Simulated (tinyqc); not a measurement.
KAI against NLS in time: switching kinetics of a ferroelectric film and the memory window of a ferroelectric gate stack. Computed by tinyqc, a small Python program. Command: `OMP_NUM_THREADS=1 python tinyqc.py 3004602 3004603 out.jsonl feswitch walk`. One thread of a shared host (Intel(R) Xeon(R) Processor @ 2.30GHz), about 0.02 s of CPU time with the checks.

Fields in MV/cm; 1 microcoulomb/cm^2 over eps_0 is 11.29409 MV/cm. In the stack (metal, ferroelectric, interlayer, channel) the channel is taken as a conductor.

Inputs (values chosen for the exercise, for a model film): dimension n = 2; half width w of log10 t = 0.83.

Method. KAI: 1 - exp[-(t/t1)^n]. NLS: the same kernel averaged over the Lorentzian F = (1/pi) w/[(z - log10 t1)^2 + w^2] in z = log10 tau.

Switched share:

| log10(t/t1) | KAI | NLS |
|---|---|---|
| -3.0 | 0.0000 | 0.09032 |
| -2.0 | 0.0001 | 0.13533 |
| -1.0 | 0.0100 | 0.25046 |
| -0.5 | 0.0952 | 0.37264 |
| -0.2 | 0.3284 | 0.47129 |
| 0.0 | 0.6321 | 0.54160 |
| 0.2 | 0.9189 | 0.60922 |
| 0.5 | 1.0000 | 0.69579 |
| 1.0 | 1.0000 | 0.79226 |
| 2.0 | 1.0000 | 0.88001 |
| 3.0 | 1.0000 | 0.91683 |

What does the comparison show, and why?

KAI goes from 10 to 90 % within 0.67 decades of time; a Lorentzian of this width needs about 2 w tan(0.4 pi) = 5.1 decades. Three decades after t1, 8.3 % of the NLS film has not switched, and three decades before it 9.0 % already has: the tails set write margins and disturb errors.
